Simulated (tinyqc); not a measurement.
Worked calculation: Pariser-Parr-Pople SCF with singles CI, for the molecule C=CC1=CN=CC=CC1=C (SMILES; centres numbered as the heavy atoms are written). One step of it, computed by the program tinyqc.

Question. PPP integrals. Ohno: gamma = 14.399645/sqrt(R^2 + a^2), a = 2 x 14.399645/(gamma_rr + gamma_ss); H_rr = -W_r - sum_(s != r) z_s gamma_rs; H_rs = beta for bonds.

Centres (angstrom, eV; a flat drawing with bonds scaled to 1.40 angstrom):
```
centre          x          y  core charge z          W   gamma_rr
1C       2.957000   1.075000              1  11.160000  11.130000
2C       2.155000  -0.072000              1  11.160000  11.130000
3C       0.760000   0.049000              1  11.160000  11.130000
4C       0.264000   1.358000              1  11.160000  11.130000
5N      -1.069000   1.786000              1  14.100000  12.300000
6C      -2.235000   1.012000              1  11.160000  11.130000
7C      -2.356000  -0.383000              1  11.160000  11.130000
8C      -1.341000  -1.347000              1  11.160000  11.130000
9C       0.045000  -1.155000              1  11.160000  11.130000
10C      0.820000  -2.321000              1  11.160000  11.130000
```

Resonance integrals (eV):
```
i   j       beta
1   2  -2.120000
2   3  -2.120000
3   4  -2.120000
4   5  -2.230000
5   6  -2.230000
6   7  -2.120000
7   8  -2.120000
8   9  -2.120000
9  10  -2.120000
9   3  -2.120000
```

Give: repulsion gamma_rs; core matrix H.

Answer.

repulsion gamma_rs (eV), order 1C, 2C, 3C, 4C, 5N, 6C, 7C, 8C, 9C, 10C:
```
[[11.130, 7.555, 5.239, 4.798, 3.373, 2.691, 2.544, 2.823, 3.702, 3.416],
 [7.555, 11.130, 7.553, 5.332, 3.674, 3.062, 3.062, 3.655, 5.330, 4.935],
 [5.239, 7.553, 11.130, 7.554, 5.132, 4.233, 4.233, 5.079, 7.553, 5.332],
 [4.798, 5.332, 7.554, 11.130, 7.729, 5.079, 4.233, 4.234, 5.079, 3.655],
 [3.373, 3.674, 5.132, 7.729, 12.300, 7.731, 5.132, 4.265, 4.265, 3.074],
 [2.691, 3.062, 4.233, 5.079, 7.731, 11.130, 7.553, 5.079, 4.234, 3.062],
 [2.544, 3.062, 4.233, 4.233, 5.132, 7.553, 11.130, 7.554, 5.080, 3.656],
 [2.823, 3.655, 5.079, 4.234, 4.265, 5.079, 7.554, 11.130, 7.556, 5.332],
 [3.702, 5.330, 7.553, 5.079, 4.265, 4.234, 5.080, 7.556, 11.130, 7.554],
 [3.416, 4.935, 5.332, 3.655, 3.074, 3.062, 3.656, 5.332, 7.554, 11.130]]
```

core matrix H (eV), order 1C, 2C, 3C, 4C, 5N, 6C, 7C, 8C, 9C, 10C:
```
[[-47.302, -2.120, 0.000, 0.000, 0.000, 0.000, 0.000, 0.000, 0.000, 0.000],
 [-2.120, -55.317, -2.120, 0.000, 0.000, 0.000, 0.000, 0.000, 0.000, 0.000],
 [0.000, -2.120, -63.069, -2.120, 0.000, 0.000, 0.000, 0.000, -2.120, 0.000],
 [0.000, 0.000, -2.120, -58.854, -2.230, 0.000, 0.000, 0.000, 0.000, 0.000],
 [0.000, 0.000, 0.000, -2.230, -58.475, -2.230, 0.000, 0.000, 0.000, 0.000],
 [0.000, 0.000, 0.000, 0.000, -2.230, -53.883, -2.120, 0.000, 0.000, 0.000],
 [0.000, 0.000, 0.000, 0.000, 0.000, -2.120, -54.208, -2.120, 0.000, 0.000],
 [0.000, 0.000, 0.000, 0.000, 0.000, 0.000, -2.120, -56.738, -2.120, 0.000],
 [0.000, 0.000, -2.120, 0.000, 0.000, 0.000, 0.000, -2.120, -61.513, -2.120],
 [0.000, 0.000, 0.000, 0.000, 0.000, 0.000, 0.000, 0.000, -2.120, -51.175]]
```
